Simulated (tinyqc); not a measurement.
Inside a calculation: linear model of a band gap against the share of exact exchange. Values are carried at full precision from step to step, so a last printed digit may differ when a step is redone from the rounded ones.

E(alpha) = E0 + S alpha. A wider gap screens less, modelled in the Penn form eps(alpha) = 1 + (e0 - 1)(EP/(EP + S alpha))^2 with a scale EP chosen for the exercise. A dielectric-dependent hybrid takes alpha = 1/eps.

Inputs chosen for the exercise (of the order of those of diamond; shifted at random, so the results belong to these values and not to a real crystal): E0 = 4.2 eV (gap of the semi-local functional); S = 7.99 eV (slope dE/d(alpha)); e0 = 6.38 (optical dielectric constant at alpha = 0); EP = 26.2 eV (energy scale of the screening); Et = 5.57 eV (target gap); a_start = 0.25 (starting alpha); fv = 0.68 (share of the opening taken by the valence edge); Ed = 1.22 eV (defect level above the semi-local valence top); cd = 0 (shift of the level per unit opening, on the scale of the mean potential).

## Fixed shares

Gap, error against the target and eps for alpha = 0, 0.25 and 1/e0; and the alpha that meets the target, (Et - E0)/S.

Results:
```
alpha   E (eV)  E - Et (eV)    eps
0.0000   4.200       -1.370  6.380
0.2500   6.197        0.627  5.645
0.1567   5.452       -0.118  5.900
```

alpha for the target = 0.1715

A quarter of exact exchange overshoots the target by 0.63 eV: the material needs 0.171, and 1/e0 = 0.157 lies closer to it than 0.25 does.

## Self-consistent share

Iterate alpha -> 1/eps(alpha) seven times from a_start. The fixed point solves alpha eps(alpha) = 1; the contraction factor there is 2 (eps - 1) S/((EP + S alpha) eps^2).

Iterates:
```
step    alpha     eps  E (eV)
0     0.25000  5.6448  6.1975
1     0.17716  5.8426  5.6155
2     0.17116  5.8595  5.5675
3     0.17066  5.8609  5.5636
4     0.17062  5.8610  5.5633
5     0.17062  5.8610  5.5633
6     0.17062  5.8610  5.5633
7     0.17062  5.8610  5.5633
```

fixed point = 0.17062
contraction factor = 0.0820

The factor is positive, so the iterates approach from one side, the error shrinking to 0.08 of itself each step; the gap is within 0.01 eV of its limit from step 2. Self-consistency moves the gap by +0.111 eV against the one-shot choice 1/e0, since a wider gap screens less.

## Band edges and a deep level

The opening c = S alpha lowers the valence top by fv c and raises the conduction edge by (1 - fv) c, both against the mean potential; the level moves by cd c. Use the fixed point. Compare with stretching the level in proportion to the gap and with pinning it to either edge.

opening c = 1.363 eV

shifts of the valence and conduction edges (eV): [-0.927, 0.436]

level above the valence top = 2.147 eV
level below the conduction edge = 3.416 eV

level above the valence top: stretched, tied to the valence edge, tied to the conduction edge (eV): [1.616, 1.220, 2.583]

The three recipes err by -0.53, -0.93 and +0.44 eV against alignment through the mean potential. A localised level with cd = 0 stays put while the edges move away from it.

## Checks

- Fixed point by bisection against 60 substitutions: both 0.17062.

(tinyqc, `OMP_NUM_THREADS=1 python tinyqc.py 1850380 1850381 out.jsonl`, Intel(R) Xeon(R) Processor @ 2.30GHz, 1 thread, shared host, about 0.01 s.)
